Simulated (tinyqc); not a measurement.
Single-electron transistor, orthodox theory and master equation: two steps of the calculation.

A metal island with n extra electrons joins the left lead (voltage V) and the right lead (0 V) by tunnel junctions and couples to a gate. Cs = CL + CR + Cg. Adding electron n + 1 costs mu(n) = [q (n + 1/2) - CL V - Cg Vg]/Cs (in volts); the Fermi levels are -V (left) and 0 (right). A jump that gains the energy W has the rate G(W) = (W/q)/(R [1 - exp(-W/Vt)]), W in volts, Vt = kB T/q. Sequential tunnelling only; I > 0 flows from left to right.

Values chosen for this exercise:
- RL = 1100 kohm (resistance of the left junction)
- RR = 4700 kohm (resistance of the right junction)
- T = 1.3 K (temperature)
- V = 5.9 mV (bias of the left lead)
- n0 = -1 (lowest charge state kept)
- n1 = 2 (highest charge state kept)

Constants: q = 1.602176634e-19 C, kB = 1.380649e-23 J/K, Vt = kB T/q. Results are converted to the units shown.

Task 1. Tunnelling rates. Onto the island: from the left W = -V - mu(n), from the right W = -mu(n); off the island (n + 1 to n): to the left W = mu(n) + V, to the right W = mu(n).

mu(n), n to n + 1, n -1 to 1 (mV): [-5.4109465, -2.7887262, -0.1665058]

Give: on from left; on from right; off to left; off to right.

Result 1.

```
n to n + 1, n  on from left (1/ns)  on from right (1/ns)  off to left (1/ns)  off to right (1/ns)
-1                        0.035716                7.1856              2.8107           7.5782e-21
0                       1.5318e-11                3.7034              17.654           5.7200e-11
1                       1.9274e-21               0.28576              32.532             0.064639
```

Task 2. Probabilities and current. Steady state: p(n + 1)/p(n) = (sum of on rates)/(sum of off rates), normalised. I = q sum_n [p(n + 1) (off to left) - p(n) (on from left)].

```
n to n + 1, n  on from left (1/ns)  on from right (1/ns)  off to left (1/ns)  off to right (1/ns)
-1                     0.035716438             7.1856323           2.8106544        7.5781789e-21
0                    1.5317810e-11             3.7033744           17.653676        5.7200082e-11
1                    1.9274301e-21            0.28575514           32.532415          0.064638645
```

Give: p(n); I; mean n.

Result 2.

p(n), n -1 to 2: [0.24313, 0.62467, 0.13104, 0.0011488]
I = 0.65655 nA
mean n = -0.10979

Two plain resistors in series would pass 1.02 nA; this is 64.5 % of that. 3 charge states hold more than 1 % each.

Range of the model: Cotunnelling, which dominates deep in the blockade, is left out.

Computed by the program tinyqc: `OMP_NUM_THREADS=1 python tinyqc.py 2780039 2780040 out.jsonl`, one thread of a shared Intel Xeon 2.30GHz, about 0.01 s for the whole run.
